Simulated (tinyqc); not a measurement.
Worked calculation: special k points of the hexagonal lattice. Values are carried at full precision from step to step, so a last printed digit may differ when a step is redone from the rounded ones.

Lattice vectors in units of a: a1 = (1, 0), a2 = (-1/2, sqrt(3)/2); reciprocal vectors b_i with a_i . b_j = 2 pi delta_ij. Mesh: k = sum_i f_i b_i with f_i = (2 j_i + shift)/(2 N), j_i = 0 .. N-1. The point group of the lattice has 12 operations; only those that map the mesh onto itself are used.

Parameters, chosen for this exercise:

| symbol | value | unit | meaning |
|---|---|---|---|
| N | 4 |  | points along each reciprocal vector |
| shift | 0 |  | half steps |
| D | 1.8 | eV | half gap term |
| t | 0.84 | eV | coupling |
| e0 | 1.51 | eV | offset |

## Irreducible points and weights

Join points that an operation carries into one another (modulo reciprocal vectors); list each class by its first point in the order of (j1, j2, ...).

Irreducible points:

| f1 | f2 | weight |
|---|---|---|
| 0.0000 | 0.0000 | 1 |
| 0.0000 | 0.2500 | 6 |
| 0.0000 | 0.5000 | 3 |
| 0.2500 | 0.2500 | 6 |

operations that keep the mesh = 12
irreducible points = 4

The weights add up to 16 = N^2; symmetry saves a factor 4.0.

## Which stars the mesh integrates

A_m(k) = sum over the m-th star of lattice vectors R of cos(k . R), stars in order of length: m = 1: |R|^2 = 1, 6 vectors, such as (1, 1) in the basis a_i; m = 2: |R|^2 = 3, 6 vectors, such as (2, 1) in the basis a_i; m = 3: |R|^2 = 4, 6 vectors, such as (2, 2) in the basis a_i; m = 4: |R|^2 = 7, 12 vectors, such as (3, 2) in the basis a_i; m = 5: |R|^2 = 9, 6 vectors, such as (3, 3) in the basis a_i; m = 6: |R|^2 = 12, 6 vectors, such as (4, 2) in the basis a_i. The zone mean of every A_m is zero.

Lattice vectors in units of a: a1 = (1, 0), a2 = (-1/2, sqrt(3)/2); f are fractions of the reciprocal vectors. Evaluate the first six A_m at each irreducible point (k . R = 2 pi sum f_i n_i) and form the weighted means.

A_m at the points:
```
      m=1     m=2     m=3     m=4     m=5     m=6
1   6.000   6.000   6.000  12.000   6.000   6.000
2   2.000  -2.000  -2.000  -4.000   2.000  -2.000
3  -2.000  -2.000   6.000  -4.000  -2.000   6.000
4  -2.000   2.000  -2.000   4.000  -2.000  -2.000
```

weighted means: m=1 0.000, m=2 0.000, m=3 0.000, m=4 0.000, m=5 0.000, m=6 0.000

All six means vanish: the mesh is exact for functions whose Fourier series ends within these stars.

## A zone average from the irreducible points

Test function, the lower band of a two-band insulator: E(k) = -sqrt(D^2 + (e0 - t A_1(k))^2).

Lattice vectors in units of a: a1 = (1, 0), a2 = (-1/2, sqrt(3)/2). Evaluate E at each point and take the weighted mean; the reference uses the unshifted mesh with N = 96.

E at the points (eV): -3.9624  -1.8080  -3.6628  -3.6628

weighted mean = -2.9860 eV
reference mean = -3.0216 eV

The error is +35.59 meV with 4 points.

## Checks

- Weighted mean over irreducible points against the plain mean over the whole mesh (eV): both -2.985981.
- Reference mean against a mesh of N = 102 (eV): both -3.0216.

Program tinyqc; command `OMP_NUM_THREADS=1 python tinyqc.py 1681862 1681863 out.jsonl`; about 0.1 s on one thread of a shared Intel(R) Xeon(R) Processor @ 2.30GHz.
